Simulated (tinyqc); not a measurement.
Inside a calculation. Model: charge neutrality of a doped semiconductor with incomplete ionisation. Computed by tinyqc, a small Python program that keeps every step. Command: `OMP_NUM_THREADS=1 python tinyqc.py 3019622 3019623 out.jsonl dopant walk`. One thread of a shared host (Intel(R) Xeon(R) Processor @ 2.30GHz), about 0.03 s of CPU time with the checks. Intermediate numbers are printed to about 6 digits and carried at full precision; extremes and crossings named in words are read from the listed rows.

Energies are counted from the top of the valence band; E_D is measured down from the conduction band and E_A up from the valence band.

Inputs (values chosen for the exercise, for a model semiconductor):
```
quantity                    value   unit
gap at 0 K E_g0              0.85     eV
Varshni alpha            0.000532   eV/K
Varshni beta                  109      K
electron mass m_e          0.0282    m_0
valleys M_c                     1      -
hole mass m_h               0.286    m_0
donor density N_D         1.6e+12  cm^-3
acceptor density N_A      3.4e+10  cm^-3
donor depth E_D           0.00285     eV
acceptor depth E_A         0.0373     eV
donor degeneracy g_D            2      -
acceptor degeneracy g_A         4      -
temperature T                  77      K
iteration cap                  60      -
```

Doping: n-type, compensated. Statistics of the bands: Fermi-Dirac. Solver: Newton steps on the logarithm. Start of Newton steps: 0.25 eV inside the majority band.

ratios u of density to N: 0.021  0.063  0.19  0.59  1.8  5.4  16

Constants: m_0 = 9.1093837015e-31 kg; k_B = 1.380649e-23 J/K; h = 6.62607015e-34 J s; k_B = 8.617333262e-05 eV/K.

## Gap and effective densities of states

E_g = E_g0 - alpha T^2/(T + beta). N_c = 2 M_c (2 pi m_e k_B T/h^2)^(3/2) and N_v = 2 (2 pi m_h k_B T/h^2)^(3/2), masses in units of m_0. n_i = sqrt(N_c N_v) exp(-E_g/(2 k_B T)); E_i = E_g/2 + (k_B T/2) ln(N_v/N_c).

gap E_g = 0.833042 eV

N_c = 1.54525e+16 cm^-3

N_v = 4.99086e+17 cm^-3

k_B T = 0.00663535 eV

intrinsic density n_i = 4.80399e-11 cm^-3

intrinsic level E_i = 0.428050 eV

## Charges at trial Fermi levels

n = N_c F_1/2((E_F - E_g)/k_B T), p = N_v F_1/2(-E_F/k_B T). F_1/2(eta) = (2/sqrt(pi)) int_0^infinity sqrt(x)/(1 + exp(x - eta)) dx, by the trapezoid rule in t = sqrt(x) with step 0.02 up to t = 12 (for eta < -12 by exp(eta) - exp(2 eta)/2^(3/2)). N_D+ = N_D/(1 + g_D exp((E_F - E_g + E_D)/k_B T)). N_A- = N_A/(1 + g_A exp((E_A - E_F)/k_B T)). Neutrality: p + N_D+ = n + N_A-; the log ratio is ln[(p + N_D+)/(n + N_A-)]. The last column is ln[(p + N_D+)/(n + N_A-)], which vanishes at neutrality; trial levels are the majority level plus multiples of k_B T, rounded to 0.1 meV.

Densities (cm^-3):
```
E_F (eV)            n            p         N_D+      N_A-  log ratio
0.7904    2.49905e+13  9.22953e-35  1.59208e+12  3.40e+10    -2.7548
0.8103    4.96118e+14  4.59930e-36  1.45483e+12  3.40e+10    -5.8320
0.8236    3.44283e+15  6.19704e-37  9.19221e+11  3.40e+10    -8.2283
0.8368    1.81089e+16  8.47661e-38  2.49440e+11  3.40e+10   -11.1927
0.8501    5.75752e+16  1.14213e-38  3.88498e+10  3.40e+10   -14.2089
```

The log ratio keeps its sign here: E_F lies below all these trials.

## Solving for the Fermi level

Newton steps from the start named, with the slope from a central difference of 1e-6 eV; the function is the log ratio y = ln[(p + N_D+)/(n + N_A-)]; the bracket -0.3 to E_g + 0.3 eV is narrowed by the sign of y at each step, and a step that would leave it is replaced by its midpoint; stop when |log ratio| < 1e-9.

Course of the iteration:
```
step  E_F (eV)     log ratio
1      1.08304  -5.31350e+01
2      0.74396   3.33793e+00
3      0.79911  -4.07814e+00
4      0.77247  -6.67015e-02
5      0.77201  -4.67692e-05
6      0.77201  -2.51966e-11
```

Fermi level E_F (last iterate) = 0.772015 eV

converged (1 yes, 0 no) = 1

steps = 6

Converged in 6 steps.

## Densities at the solution

The formulas are those given above.

majority density n = 1.56550e+12 cm^-3

minority density p = 1.47413e-33 cm^-3

ionised share of the donors = 0.999689

distance of E_F from the majority band edge = 0.0610272 eV

n is 100.0 % of the net doping; n p / n_i^2 = 1.0000.

## The closed form for the extrinsic range

With Boltzmann statistics, no holes and every acceptor ionised, n (n + N_A) = n1 (N_D - N_A - n) with n1 = (N_c/g_D) exp(-E_D/k_B T). Take the positive root.

n1 = 5.02843e+15 cm^-3

n from the quadratic = 1.56550e+12 cm^-3

Against the full solution, 1.5655e12 cm^-3, the quadratic is off by 1.2e-6 %.

## Carrier density against temperature

Neutrality is solved by bisection at each T. The last column is -k_B d ln(n T^-3/2)/d(1/T) from this row and the one above; it turns negative as ionisation nears completion, when the density grows more slowly than that power of T.

Against temperature:
```
T (K)    n (cm^-3)  E_F from the band edge (eV)  ionised share  activation energy (eV)
4.7    3.37950e+11                     0.002647       0.232469                       -
7.3    1.07501e+12                     0.003799       0.693128             5.64841e-04
11.0   1.46019e+12                     0.006017       0.933869            -5.77497e-04
17.0   1.54470e+12                     0.010173       0.986690            -1.60261e-03
300.0  1.69677e+12                     0.288425       0.999968            -6.54095e-03
600.0  6.98427e+15                     0.199911       0.957637             3.76558e-01
```

Between the two coldest rows the activation energy is 5.65e-4 eV, 0.20 of the dopant depth. The density is within 10 % of the net doping from 11.0 K to 300 K. From 600 K carriers excited across the gap add to it.

## Reduced Fermi level from a carrier density

For u = density/N of the majority band, eta solves F_1/2(eta) = u (bisection). Boltzmann: ln u. Joyce-Dixon: ln u + u/sqrt(8) - 4.95009e-3 u^2 + 1.48386e-4 u^3 - 4.42563e-6 u^4. Degenerate limit: (3 sqrt(pi) u/4)^(2/3). The last column is (eta - ln u) k_B T.

Eta by four rules:
```
u      density (cm^-3)     exact  Boltzmann  Joyce-Dixon  degenerate  Boltzmann error (meV)
0.021      3.24503e+14  -3.85581   -3.86323     -3.85581     0.09202            4.92505e-02
0.063      9.73510e+14  -2.74237   -2.76462     -2.74237     0.19142            1.47665e-01
0.19       2.93598e+15  -1.59373   -1.66073     -1.59373     0.39957            4.44551e-01
0.59       9.11700e+15  -0.32073   -0.52763     -0.32073     0.85047            1.37288e+00
1.8        2.78146e+16   1.20897    0.58779      1.20896     1.78898            4.12174e+00
5.4        8.34437e+16   3.47129    1.68640      3.47084     3.72123            1.18433e+01
16         2.47241e+17   7.56631    2.77259      7.47997     7.67663            3.18080e+01
```

Boltzmann statistics place E_F within 1 meV of the exact value up to u = 0.190 of those listed and miss by 31.8 meV at u = 16. Joyce-Dixon stays within 0.01 in eta up to u = 5.40; the degenerate limit is still 1.5 % high at the last u. Past u of about 10 the Joyce-Dixon series fails. A parabolic band is assumed throughout.

Checks made by the program: neutrality at the solution (relative difference 2e-10).
